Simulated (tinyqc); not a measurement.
## Joule-heated wire on a substrate, fin equation: effect of the conductivity along the wire

A wire of length L loses heat along itself to two contacts and sideways to the substrate: kap A theta'' - g theta + p = 0 with theta = T - T0 and p(x) = p0 exp(-((x/L - x0)/sg)^2/2). The ends are held at T0. Constant conductivity, diffusive heat flow.

The equation is solved on 800 equal steps and the peak is the largest node value. LH = sqrt(kap A/g); the share is the integral of g theta over that of p.

Inputs (values chosen for the exercise): cross-section A = 69 nm^2; conductance per length to the substrate g = 0.69 W/(m K); length between the contacts L = 280 nm; thermal resistance of each contact Rc = 0 K/uW; peak heating per length p0 = 0.14 uW/nm; place of the hot spot as a share of L x0 = 0.7; width of the hot spot as a share of L sg = 0.06.

Result of one run:
```
LH (nm)   L/LH  peak theta (K)  peak/(p0/g)  share to the substrate (%)
15.17    18.46           139.4       0.6871                       99.27
```

Which conductivity along the wire kap gave this result: 2.3, 5, 11, 23 or 110 W/(m K)?

kap = 2.3 W/(m K).

The whole series:
```
kap (W/(m K))  LH (nm)   L/LH  peak theta (K)  peak/(p0/g)  share to the substrate (%)
2.3              15.17  18.46           139.4       0.6871                       99.27
5                22.36  12.52           114.5       0.5643                       96.88
11               33.17  8.442           88.77       0.4375                       90.66
23               47.96  5.838           65.93       0.3249                       79.82
50               70.71  3.960           44.60       0.2198                       62.92
110              104.9  2.670           27.22       0.1342                       42.86
230              151.7  1.846           15.65      0.07712                       26.19
```

As kap goes from 2.3 to 230 W/(m K), the peak theta falls from 139 to 15.6 K and the share of heat to the substrate falls from 99.3 to 26.2 %; L/LH goes from 18 to 1.8. Where L/LH is smallest the peak reaches 0.077 of p0/g, where it is largest 0.69. For kap = 2.3 to 5 W/(m K) LH or L is under 30 nm, where Fourier conduction is a rough picture.

Program tinyqc, `OMP_NUM_THREADS=1 python tinyqc.py 2520031 2520032 out.jsonl`; Intel Xeon 2.30GHz, shared host, one thread, about 0.01 s.
